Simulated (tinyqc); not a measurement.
# From equivalent oxide thickness back to film thickness t

Model: rigid-ion and shell models of the dielectric response of an ionic crystal. Computed by tinyqc, a small Python program. Command: `OMP_NUM_THREADS=1 python tinyqc.py 3027488 3027489 out.jsonl shell inv`. One thread of a shared host (Intel(R) Xeon(R) Processor @ 2.30GHz), about 0.01 s of CPU time with the checks.

Charges +Z and -Z; 6 nearest neighbours, Madelung constant M = 1.747565, volume per ion pair Omega = 2.000000 d^3. Energy per pair U = -M Z^2 e2/d + 6 A exp(-d/rho), e2 = e^2/(4 pi eps_0). In the shell model the anion is a core of charge Y - Z and a massless shell of charge -Y, joined by the spring k; the repulsion acts on the shell. Each ion feels the Lorentz field E + (4 pi/3) P (Gaussian units).

Inputs (values chosen for the exercise, for a model crystal): nearest-neighbour distance d = 1.97 angstrom; ionic charge Z = 1 e; hardness d/rho = 8.59; cation mass = 57.2 u; anion mass = 14.007 u; shell charge size Y = 3.21 e; core-shell spring k = 233 eV/angstrom^2; cation polarisability alpha_+ = 0.37 angstrom^3.

Structure: rock salt.

Constants: e^2/(4 pi eps_0) = 14.39964548 eV angstrom; 1 eV/angstrom^3 = 160.2176634 GPa; nu for 1 eV/(angstrom^2 u) = 15.6333042 THz; 1 THz = 33.35640952 1/cm; eps_0 = 8.8541878128e-12 F/m; h x 1 THz = 4.135667696 meV.

Method:
- Zero pressure fixes 6 A exp(-d/rho) = M Z^2 e2 rho/d^2. Then U = -(M Z^2 e2/d)(1 - rho/d), B = M Z^2 e2 (d/rho - 2)/(9 Omega d), and the spring of one sublattice against the other is R = (1/3) x (Laplacian of the repulsion summed over neighbours) = M Z^2 e2 (d/rho - 2)/(3 d^3), so R = 3 B Omega/d^2.
- Eliminating the shell gives the anion polarisability alpha_- = Y^2 e2/(k + R), the Szigeti charge Z_S = Z - Y R/(k + R) and the softened spring R' = k R/(k + R). With b = 4 pi (alpha_+ + alpha_-)/(3 Omega): eps_inf = (1 + 2b)/(1 - b) (Clausius-Mossotti); Born charge Z* = Z_S (eps_inf + 2)/3.
- mu lambda_TO = R' - (4 pi e2/(3 Omega)) Z_S^2/(1 - b); mu lambda_LO = mu lambda_TO + 4 pi e2 Z*^2/(eps_inf Omega); eps_s = eps_inf lambda_LO/lambda_TO.
- lambda in eV/(angstrom^2 u) gives the wavenumber 15.6333042 x 33.35640952 x sqrt(lambda); mu is the reduced mass.
- Capacitance per area eps_0 eps_s/t; equivalent oxide thickness EOT = t x 3.9/eps_s; the surface optical mode against silicon (eps = 11.7) lies at omega_TO sqrt[(eps_s + 11.7)/(eps_inf + 11.7)], and its squared coupling to channel electrons scales as g = hbar omega_SO [1/(11.7 + eps_inf) - 1/(11.7 + eps_s)], with hbar omega = h c x wavenumber.

Question. A run gave the result below. Find the film thickness t, known to lie between 3.1 and 7.7 nm.

equivalent oxide thickness = 1.784519 nm

Answer.

Each step takes the trial c = (a f_b - b f_a)/(f_b - f_a), f being the result less the target and a, b, c the logarithms of the listed values; c replaces end b, the old b replaces a if the sign of f changed, and otherwise f_a is halved.

Scan of the range:
```
film thickness t (nm)  equivalent oxide thickness (nm)
3.10                                           1.32917
3.61                                           1.54784
4.20                                           1.80081
4.89                                           2.09666
5.69                                           2.43967
6.62                                           2.83842
7.70                                           3.30149
```

False position (Illinois rule, in the logarithm of the input) inside the bracket:
```
step    end a    end b    trial  equivalent oxide thickness (nm)
1     3.61000  4.20000  4.15925                          1.78334
2     4.20000  4.15925  4.16199                          1.78451
3     4.20000  4.16199  4.16201                          1.78452
4     4.16199  4.16201  4.16200                          1.78452
```

Equivalent oxide thickness rises at every point of a 13-point scan of the range (every second point is shown), so one value fits; it is bracketed by 3.61 and 4.20. The scan shows a pure power law with exponent 1.0000, so scaling from any one row also gives the answer directly. Answer: film thickness t = 4.162 nm.
